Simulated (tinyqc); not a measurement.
Changing the photon energy: X-ray photoelectron analysis of a thin oxide on a semiconductor: attenuation lengths, thickness, angle series and band offsets. Computed by tinyqc, a small Python program. Command: `OMP_NUM_THREADS=1 python tinyqc.py 3113703 3113704 out.jsonl xps sweep`. One thread of a shared host (Intel(R) Xeon(R) Processor @ 2.30GHz), about 0.01 s of CPU time with the checks.

The same element is seen in the oxide and in the substrate, at nearly the same kinetic energy; films are flat and uniform, and the work function is ignored.

Inputs (values chosen for the exercise, modelled on SiO2 on silicon):

| quantity | value | unit |
|---|---|---|
| binding energy of the core level | 99.4 | eV |
| oxide density | 2.19 | g/cm^3 |
| oxide formula mass | 60.08 | g/mol |
| valence electrons per oxide formula | 16 | - |
| oxide gap | 9.04 | eV |
| substrate density | 2.33 | g/cm^3 |
| substrate formula mass | 28.09 | g/mol |
| valence electrons per substrate formula | 4 | - |
| substrate gap | 1.12 | eV |
| oxide thickness d | 4.3 | nm |
| emission angle from the normal | 15 | degrees |
| attenuation length over inelastic mean free path | 0.94 | - |
| carbon overlayer | 0.33 | nm |

Method:
- TPP-2M: lambda = E/(E_p^2 [b ln(c E) - C/E + D/E^2]) in angstrom, E_p = 28.8 sqrt(N_v rho/M), b = -0.10 + 0.944/sqrt(E_p^2 + E_g^2) + 0.069 rho^0.1, c = 0.191/sqrt(rho), U = N_v rho/M, C = 1.97 - 0.91 U, D = 53.4 - 20.8 U, with E = photon energy less binding energy in eV.
- Attenuation length L = factor x lambda.
- R_0 = (rho_o/M_o) L_o/((rho_s/M_s) L_s); peak ratio R = I_ox/I_sub = R_0 [exp(d/(L_o cos theta)) - 1]; hence d = L_o cos theta ln(1 + R/R_0). A carbon layer weakens both peaks alike, by exp(-d_C/(L_o cos theta)) if its L is taken equal to L_o. This R_0 leaves out intrinsic losses from the substrate peak, so calibrated values can be larger.

One run for each value:

| photon energy (eV) | L in the oxide (nm) | ratio R | R_0 | depth 3 L_o cos theta (nm) |
|---|---|---|---|---|
| 300 | 0.9634 | 59.374 | 0.59033 | 2.792 |
| 400 | 1.2151 | 21.851 | 0.57493 | 3.521 |
| 533 | 1.5445 | 9.552 | 0.56672 | 4.476 |
| 711 | 1.9697 | 4.824 | 0.56194 | 5.708 |
| 949 | 2.5147 | 2.724 | 0.55902 | 7.287 |
| 1270 | 3.2183 | 1.665 | 0.55717 | 9.326 |
| 1690 | 4.1002 | 1.091 | 0.55601 | 11.882 |
| 2250 | 5.2283 | 0.746 | 0.55526 | 15.150 |
| 3000 | 6.6793 | 0.526 | 0.55477 | 19.355 |

Over the rows, L in the oxide (nm) rises from 0.963 to 6.68 (exponent d ln y / d ln x 0.81 between the first rows and 0.85 between the last); ratio R falls from 59.4 to 0.526 (exponent d ln y / d ln x -3.5 between the first rows and -1.2 between the last); R_0 falls from 0.590 to 0.555 (exponent d ln y / d ln x -0.092 between the first rows and -0.0030 between the last).

Extremes, crossings and ranges named in words are read from the listed rows.
